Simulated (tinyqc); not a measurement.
Worked calculation: formation energy of a charged point defect from supercell energies. Computed by tinyqc, a small Python program that keeps every step. Command: `OMP_NUM_THREADS=1 python tinyqc.py 3017780 3017781 out.jsonl formation walk`. One thread of a shared host (Intel(R) Xeon(R) Processor @ 2.30GHz), about 0.01 s of CPU time with the checks. Intermediate numbers are printed to about 7 digits and carried at full precision; extremes and crossings named in words are read from the listed rows.

The host is a compound AB. Making the defect adds n_A = -1, n_B = 0, n_X = 1 atoms to the cell. All total energies are inputs. E_F is counted from the valence-band maximum (VBM); x = 0 is A-rich and x = 1 B-rich growth.

Inputs (values chosen for the exercise, with gap and screening modelled on GaN):
```
quantity                       value      unit
gap E_g                         3.49        eV
E_VBM of the host cell         1.934        eV
potential alignment dV          -0.1        eV
dielectric constant eps         9.87         -
cell length L                   18.9  angstrom
mu_A of the pure element      -5.168        eV
formation enthalpy dH of AB    -1.54        eV
growth condition x               0.3         -
Fermi level E_F                 2.19        eV
temperature T                    800         K
site density N_s             3.7e+22     cm^-3
mu_X of the pure element      -4.029        eV
formation enthalpy of XB        -0.5        eV
```

Defect: impurity X on an A site. Supercell lattice: sc.

charge states q: 2  1  0

E(defect, q) - E(host), in the order of q (eV): -0.66  2.041  6.344

Constants: e^2/(4 pi eps_0) = 14.39964548 eV angstrom; k_B = 8.617333262e-05 eV/K.

## Chemical potentials

dmu_A = x dH and dmu_B = (1 - x) dH, so that dmu_A + dmu_B = dH; mu = mu(element) + dmu. The impurity is held at its solubility limit: dmu_X = min(0, dH(XB) - dmu_B). The reservoir term is sum n_i mu_i.

dmu_A = -0.462 eV

dmu_B = -1.078 eV

dmu_X = 0 eV

sum n_i mu_i = 1.601 eV

Here the pure element X, not the compound, caps mu_X.

## Image-charge corrections

Image-charge correction of a point charge in a neutralising background: E_corr = q^2 alpha e^2/(4 pi eps_0) / (2 eps L), alpha = 2.837297 for a sc array with L the cube root of the volume.

E_corr (eV): (q=+2) 0.4380338, (q=+1) 0.1095085, (q=0) 0.0000000

## Formation energies at E_F = 0

E_f(q, E_F) = [E(defect, q) - E(host)] - sum n_i mu_i + q (E_VBM + dV + E_F) + E_corr(q).

E_f(q, 0) (eV): (q=+2) 1.845034, (q=+1) 2.383508, (q=0) 4.743000

## Transition levels and the lower envelope

eps(q/q') = [E_f(q', 0) - E_f(q, 0)]/(q - q'). U of state q is eps(q/q-1) - eps(q+1/q). The stable state at each E_F is the lowest line E_f(q, 0) + q E_F.

One-electron levels above the VBM (eV):
```
level      energy  U of the state between this level and the next
(+2/+1)  0.538475                                        1.821017
(+1/0)   2.359492                                               -
```

Stable states:
```
q   from E_F (eV)  to E_F (eV)
+2       0.000000     0.538475
+1       0.538475     2.359492
0        2.359492     3.490000
```

Stable in the gap, from the VBM up: +2, +1, 0.

## The first and the last level

eps(q/q-1) = E_f(q - 1, 0) - E_f(q, 0).

level (+2/+1) = 0.5384746 eV

level (+1/0) = 2.359492 eV

## Concentrations at the given E_F and T

E_f(q, E_F) = E_f(q, 0) + q E_F. c_q = N_s exp(-E_f(q, E_F)/k_B T), with all degeneracy factors one and no vibrational entropy.

Charge states:
```
q   E_f (eV)   c_q (cm^-3)         share
+2  6.225034  2.250167e-17  3.632419e-11
+1  4.573508  5.706457e-07  9.211870e-01
0   4.743000  4.882214e-08  7.881303e-02
```

lowest formation energy = 4.573508 eV

total concentration = 6.194678e-07 cm^-3

mean charge = 0.9211870 e

State +1 holds 92.1 % of the defects.

## Fermi level and growth conditions

Each entry is the lowest E_f over q.

Lowest formation energy (eV):
```
E_F (eV)  stable q  A-rich, x = 0   x = 0.5  B-rich, x = 1
0.000           +2       2.307034  1.537034       1.267034
0.436           +2       3.179034  2.409034       2.139034
0.872           +1       3.717508  2.947508       2.677508
1.309           +1       4.154508  3.384508       3.114508
1.745           +1       4.590508  3.820508       3.550508
2.181           +1       5.026508  4.256508       3.986508
2.618            0       5.205000  4.435000       4.165000
3.054            0       5.205000  4.435000       4.165000
3.490            0       5.205000  4.435000       4.165000
```

Going from A-rich to B-rich growth shifts every line by -1.040 eV and moves no transition level. The slope of the envelope is the stable charge, so E_f is highest in the rows from E_F = 2.62 to 3.49 eV, where the neutral state is stable: the defect forms most easily in p-type material.

## What the corrections do to the levels

Levels eps(q/q-1) with the terms q dV and E_corr left out or kept.

Levels above the VBM (eV):
```
level      raw  with alignment  with image charge  with both
(+2/+1)  0.767           0.867           0.438475   0.538475
(+1/0)   2.369           2.469           2.259492   2.359492
```

Alignment moves every level by -dV = +0.100 eV. The image term moves eps(q/q-1) by (1 - 2q) E_corr(1): (+2/+1) by -0.329, (+1/0) by -0.110 eV, donor levels down and acceptor levels up. It adds 2 E_corr(1) = 0.219 eV to every U.

Checks made by the program: envelope against a direct minimum on a grid (relative difference below 1e-10).
